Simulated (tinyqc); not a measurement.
# Contact transmission and back-scattering length from two lengths

Question. A channel with M modes has R = RQ (2/tc - 1 + L/lam), RQ = (h/2q^2)/M. Find lam and tc.

Constants: q = 1.602176634e-19 C, h = 6.62607015e-34 J s. Results are converted to the units shown.

R at L = 3.3 and 26 nm (ohm cm^2): [4.6862829e-10, 1.5431598e-9]
M = 4.1311219e13 cm^-2

Solution. The slope is RQ/lam and the intercept RQ (2/tc - 1).

lam = 6.60 nm
tc = 1.00

Program tinyqc, `OMP_NUM_THREADS=1 python tinyqc.py 2760067 2760068 out.jsonl`; Intel Xeon 2.30GHz, shared host, one thread, about 0.01 s.
